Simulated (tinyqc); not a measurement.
Polytypes and stacking faults of a tetrahedral semiconductor in an axial Ising model with couplings up to third neighbours. Changing the temperature T. Computed by tinyqc, a small Python program. Command: `OMP_NUM_THREADS=1 python tinyqc.py 3027356 3027357 out.jsonl polytype sweep`. One thread of a shared host (Intel(R) Xeon(R) Processor @ 2.30GHz), about 0.01 s of CPU time with the checks.

Each double layer has s = +1 or -1 for the sense of its stacking step; E per pair of atoms = E0 - sum_n J_n <s_i s_(i+n)>, n = 1, 2, 3. Hexagonality h = (1 - <s_i s_(i+1)>)/2.

Inputs (values chosen for the exercise, for a model crystal): J1 = 3.63 meV/pair; J2 = -2.26 meV/pair; J3 = -0.37 meV/pair; basal lattice constant a = 3.08 angstrom; binding energy of the fault level E_b = 0.26 eV; in-plane mass m = 0.27 m0; effective density of states N_c at 300 K = 2.1e+19 1/cm^3; electron density n = 4.4e+15 1/cm^3.

Host polytype: 4H.

fault coefficients k_n, rows single Shockley (31), double Shockley (62), Frank-type (32), columns J1, J2, J3:
$$\begin{pmatrix}
0 & -4 & 0 \\
-4 & -8 & 0 \\
-1 & -2 & 3
\end{pmatrix}$$

Constants: 1 eV/angstrom^2 = 16.02176634 J/m^2; m_0 = 9.1093837015e-31 kg; hbar = 1.054571817e-34 J s; k_B = 1.380649e-23 J/K; k_B = 8.617333262e-05 eV/K.

Method:
- Faults in 4H: the sequences single Shockley (31) (+++-), double Shockley (62) (++++++--), Frank-type (32) (+++--) are put between perfect repeats; k_n = (layers x C_n of the host) - sum_i s_i s_(i+n). gamma = sum k_n J_n/A, A = (sqrt 3/2) a^2; 1 meV/angstrom^2 = 16.02177 mJ/m^2.
- The fault binds electrons in a two-dimensional band E_b below the conduction edge, g2 = m m0/(pi hbar^2) for one valley. With the Fermi level held by the bulk, eta = ln[n/N_c(T)], N_c(T) = N_c (T/300)^1.5, the grand potential falls by g2 (k_B T)^2 F1(x), x = eta + E_b/(k_B T), F1(x) = integral from 0 to infinity of ln(1 + exp(x - t)) dt; sheet density g2 k_B T ln(1 + e^x). Band bending by the trapped charge is left out, so the gain is an upper bound.
- Net fault energy = gamma of the single Shockley (31) fault less the electronic gain.

One run for each value:
```
temperature T (K)  electronic gain (mJ/m^2)  sheet density (1/cm^2)  net fault energy (mJ/m^2)        x
250                              7.6475e-01              9.4571e+12                     16.865   3.8715
406                              4.7154e-02              7.9979e+11                     17.583  -1.4931
562                              7.3991e-03              9.4945e+10                     17.622  -4.0436
719                              2.6004e-03              2.6171e+10                     17.627  -5.5854
875                              1.3584e-03              1.1241e+10                     17.628  -6.6281
1030                             8.7733e-04              6.1684e+09                     17.629  -7.3917
1190                             6.3606e-04              3.8711e+09                     17.629  -8.0021
1340                             5.0819e-04              2.7467e+09                     17.629  -8.4640
1500                             4.2289e-04              2.0419e+09                     17.629  -8.8734
```

Over the rows, electronic gain (mJ/m^2) falls from 0.765 to 4.23e-4 (exponent d ln y / d ln x -5.7 between the first rows and -1.6 between the last); sheet density (1/cm^2) falls from 9.46e12 to 2.04e9 (exponent d ln y / d ln x -5.1 between the first rows and -2.6 between the last); net fault energy (mJ/m^2) rises from 16.9 to 17.6.
